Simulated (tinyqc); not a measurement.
Worked calculation: chemical vapour deposition: Grove model, boundary layer, depletion and step coverage. Computed by tinyqc, a small Python program that keeps every step. Command: `OMP_NUM_THREADS=1 python tinyqc.py 3030503 3030504 out.jsonl cvd walk`. One thread of a shared host (Intel(R) Xeon(R) Processor @ 2.30GHz), about 0.01 s of CPU time with the checks. Intermediate numbers are printed to about 7 digits and carried at full precision; extremes and crossings named in words are read from the listed rows.

A precursor diffuses to the surface and reacts there at first order; each molecule that reacts adds one formula unit of film.

Inputs (values chosen for the exercise, close to those used for tungsten from its fluoride):
```
quantity                                            value                unit
prefactor k0 of k_s                               1.3e+06                cm/s
activation energy E                                 0.744                  eV
temperature T                                         430                   C
total pressure p                                       64                torr
mole fraction of the precursor Y                    0.019                   -
gas diffusivity D0 at 273.15 K and 760 torr          0.44              cm^2/s
film density N                                    6.3e+22  formula units/cm^3
precursor mass M                                      298                   u
trench width w                                       0.13                  um
aspect ratio of the trench                             24                   -
gas velocity U                                         44                cm/s
kinematic viscosity nu0 at 273.15 K and 760 torr     0.23              cm^2/s
susceptor length L                                     19                  cm
channel height b                                      5.3                  cm
```

Reactor: horizontal, reduced pressure.

Constants: k_B = 1.380649e-23 J/K; u = 1.6605390666e-27 kg; k_B = 8.617333262e-05 eV/K.

## Gas-phase and surface constants

k_s = k0 exp(-E/(k_B T)); C_g = Y p/(k_B T), 1 torr = 133.322 Pa; D = D0 (T/273.15)^1.75 (760/p). Temperatures in kelvin are T(C) + 273.15. Mean speed c = sqrt(8 k_B T/(pi M)); reactive sticking probability beta = 4 k_s/c.

surface rate constant k_s = 6.044713 cm/s

precursor density C_g = 1.669953e+16 1/cm^3

gas diffusivity D = 27.33494 cm^2/s

mean speed c = 22351.31 cm/s

sticking probability beta = 0.001081764

## Boundary layer

nu = nu0 (T/273.15)^1.75 (760/p); Re = U L/nu; mean boundary layer delta = (2/3) L/sqrt(Re), at most b/2; h_g = D/delta.

Reynolds number Re = 58.50769

boundary layer delta = 1.655983 cm

mass-transfer coefficient h_g = 16.50678 cm/s

## Growth rate at the inlet

Fluxes in series: C_s = C_g/(1 + k_s/h_g); growth rate G = k_s h_g/(k_s + h_g) C_g/N; 1 cm/s = 6e8 nm/min.

ratio k_s/h_g = 0.3661958

C_s/C_g = 0.7319595

growth rate G at the inlet = 703.6838 nm/min

Reaction and transport resist to a similar degree.

## Depletion along the susceptor

Plug flow: U b dC/dx = -k_eff C with k_eff = k_s h_g/(k_s + h_g), so C falls as exp(-k_eff x/(U b)); the used share of the precursor is 1 - C(L)/C(0).

k_eff = 4.424485 cm/s

depletion length = 52.70670 cm

rate at the outlet over rate at the inlet = 0.6973377

rate at the outlet = 490.7052 nm/min

30.3 % of the precursor is used.

## Reaction control against transport control

The formulas are those given above.

Rates:
```
T (C)    k_s (cm/s)  h_g (cm/s)  G (nm/min)  reaction limit (nm/min)  transport limit (nm/min)
230    4.588836e-02    12.31631      10.161             1.019924e+01                  2737.448
280    2.164318e-01    13.38082      43.060             4.375633e+01                  2705.221
330    7.893253e-01    14.43336     138.762             1.463503e+02                  2676.116
380    2.361329e+00    15.47503     350.777             4.043024e+02                  2649.607
430    6.044713e+00    16.50678     703.684             9.613698e+02                  2625.289
480    1.365819e+01    17.52938    1139.881             2.028031e+03                  2602.843
530    2.788254e+01    18.54353    1550.704             3.882384e+03                  2582.014
580    5.235311e+01    19.54981    1865.847             6.862462e+03                  2562.595
630    9.167641e+01    20.54874    2078.526             1.135169e+04                  2544.416
```

The apparent activation energy of G is 0.69 eV between the first rows and 0.14 eV between the last, against E = 0.744 eV. k_s passes h_g between 480 and 530 C, where control shifts from the surface to the gas. In the reaction limit the slope is E - k_B T, because C_g falls as 1/T; any further lowering comes from transport.

## Step coverage in a trench

In a long trench of width w and depth l = aspect ratio x w: Knudsen diffusivity D_K = (2w) c/3 (hydraulic diameter 2w), combined as 1/D_e = 1/D_K + 1/D; D_e d2C/dz2 = 2 k_s C/w with D_e dC/dz = -k_s C at the floor. With m = sqrt(2 k_s/(w D_e)): C(floor)/C(top) = 1/[cosh(m l) + (k_s/(D_e m)) sinh(m l)].

Knudsen diffusivity D_K = 0.1937114 cm^2/s

effective diffusivity D_e = 0.1923483 cm^2/s

modulus m l = 0.6860276

step coverage = 0.7966323

Wall collisions limit transport in the trench; then m l = aspect ratio x sqrt(3 beta)/2, 0.6836, whatever the width. Caution: the hydraulic-diameter form of D_K is rough for a slit.

Checks made by the program: step coverage against a numerical boundary-value solution (relative difference below 1e-10).
